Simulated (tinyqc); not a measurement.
From results back to parameters: image-charge renormalisation of a gap near a dielectric or metal. Three cases, with inputs chosen for the exercise.

Problem. A small molecule or defect in vacuum at height z above the image plane of a substrate has both its electron and hole levels stabilised by (e^2/4 pi eps0)(es - 1)/((es + 1) 4 z), so its gap shrinks by twice that. The reduced gap is given.

Constants: e^2/(4 pi eps0) = 14.39964547 eV angstrom.

Find: reduction; (es - 1)/(es + 1); z.

Method. z = (e^2/4 pi eps0)(es - 1)/((es + 1) 2 x reduction). Local and hybrid functionals miss this shift, since it is a non-local correlation effect.

Case 1.

Values chosen: E0 = 2.86 eV (quasiparticle gap far from the surface); es = 25 (dielectric constant of the substrate (1e4: a metal)).

gap near the surface = 1.41522 eV

Solution.

reduction = 1.4448 eV
(es - 1)/(es + 1) = 0.9231
z = 4.60 angstrom

Case 2.

Values chosen: E0 = 3.53 eV (quasiparticle gap far from the surface); es = 10000 (dielectric constant of the substrate (1e4: a metal)).

gap near the surface = 2.09032 eV

Solution.

reduction = 1.4397 eV
(es - 1)/(es + 1) = 0.9998
z = 5.00 angstrom

Case 3.

Values chosen: E0 = 8.93 eV (quasiparticle gap far from the surface); es = 10000 (dielectric constant of the substrate (1e4: a metal)).

gap near the surface = 6.44780 eV

Solution.

reduction = 2.4822 eV
(es - 1)/(es + 1) = 0.9998
z = 2.90 angstrom

Computed by tinyqc, one run a case: `OMP_NUM_THREADS=1 python tinyqc.py N N+1 out.jsonl` with N = 1881028, 1881040, 1881049; one thread of a shared Intel(R) Xeon(R) Processor @ 2.30GHz, about 0.03 s a run at most.
